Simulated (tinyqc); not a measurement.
Vacuum evaporation: vapour pressure, source flux, thickness distribution, purity and step coverage: one step, computed by the program tinyqc. Command: `OMP_NUM_THREADS=1 python tinyqc.py 3111121 3111122 out.jsonl evap walk`. One thread of a shared host (Intel(R) Xeon(R) Processor @ 2.30GHz), about 0.01 s of CPU time with the checks.

Molecular flow, unit sticking of the metal, no re-evaporation. The background gas is taken as water vapour (18.015 g/mol, collision diameter 0.37 nm) at 300 K.

Problem. Vapour pressure and flux. log10(p_v/Pa) = A - B/T; flux from the surface Phi = p_v/sqrt(2 pi m k_B T), m = M u. Mass loss = Phi x area x m; heat of evaporation = ln(10) R B; d ln Phi/dT = ln(10) B/T^2 - 1/(2 T).

Inputs (values chosen for the exercise, modelled on gold, with constants for the liquid): molar mass M = 196.97 g/mol; vapour-pressure constant A = 10.8; vapour-pressure constant B = 18130 K; source temperature T = 1620 K; source area = 0.28 cm^2.

Constants: u = 1.6605390666e-27 kg; k_B = 1.380649e-23 J/K; R = 8.314462618 J/(mol K).

Give: vapour pressure p_v; flux Phi; mass loss; heat of evaporation; change of flux per kelvin.

Solution.

vapour pressure p_v = 0.4061 Pa

flux Phi = 1.894e+17 1/(cm^2 s)

mass loss = 0.06245 g/h

heat of evaporation = 347.1 kJ/mol

change of flux per kelvin = 1.560 %/K

Holding the rate to 1 % needs the temperature to about 0.64 K.
